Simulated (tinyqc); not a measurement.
Free and trapped electrons in a MOS channel with a dense trap tail: one step of the calculation.

p-type body, charge-sheet picture, full ionisation (an idealisation for deep acceptors), Boltzmann statistics for free electrons. e = Ec - EF at the surface. Acceptor-like traps of density D(E) = D0 + De exp(-E/Ew) at depth E below Ec, from 0 to Eu, hold n_t = integral of D(E)/(1 + exp((e - E)/Vt)). psi = Eg - Vt ln(Nv/Na) - e; N_dep = sqrt(2 eps0 eps_r Na (psi - Vt)/q); n_f = sqrt(N_dep^2 + 2 eps0 eps_r Vt Nc exp(-e/Vt)/q) - N_dep; Vg = Vfb + psi + q (N_dep + n_t + n_f)/Cox, Cox = eps0 eox/tox.

Task. Charges and gate voltage. psi, N_dep, n_f and Vg as defined, with the n_t given; free share n_f/(n_f + n_t); apparent mobility mf n_f/(n_f + n_t); gate voltage spent on traps q n_t/Cox.

Parameters, values chosen for the exercise; band and dielectric values close to those of 4H silicon carbide:

| symbol | value | unit | meaning |
|---|---|---|---|
| T | 475 | K | temperature |
| Eg | 3.32 | eV | band gap |
| eps_r | 9.78 |  | relative permittivity |
| Nc | 3.43e19 | cm^-3 | conduction-band density of states at T |
| Nv | 5e19 | cm^-3 | valence-band density of states at T |
| eox | 3.9 |  | relative permittivity of the insulator |
| tox | 30 | nm | insulator thickness |
| Na | 8.8e15 | cm^-3 | acceptor density |
| Vfb | -2.46 | V | flat-band voltage without trapped charge |
| mf | 82 | cm^2/(V s) | mobility of free electrons |
| e | 0.225 | eV | Ec - EF at the surface |

Constants: q = 1.602176634e-19 C, kB = 1.380649e-23 J/K, Vt = kB T/q, eps0 = 8.8541878128e-14 F/cm where lengths are in cm. Results are converted to the units shown.

n_t = 4.5739452e10 cm^-2

Find: psi; N_dep; n_f; Vg; free share; apparent mobility; gate voltage spent on traps.

Result.

psi = 2.7411 V
N_dep = 5.0681e11 cm^-2
n_f = 5.8055e10 cm^-2
Vg = 1.1311 V
free share = 55.933 %
apparent mobility = 45.865 cm^2/(V s)
gate voltage spent on traps = 0.063666 V

Numbers from tinyqc (`OMP_NUM_THREADS=1 python tinyqc.py 2222042 2222043 out.jsonl`; about 0.02 s on one thread of a shared Intel Xeon 2.30GHz).
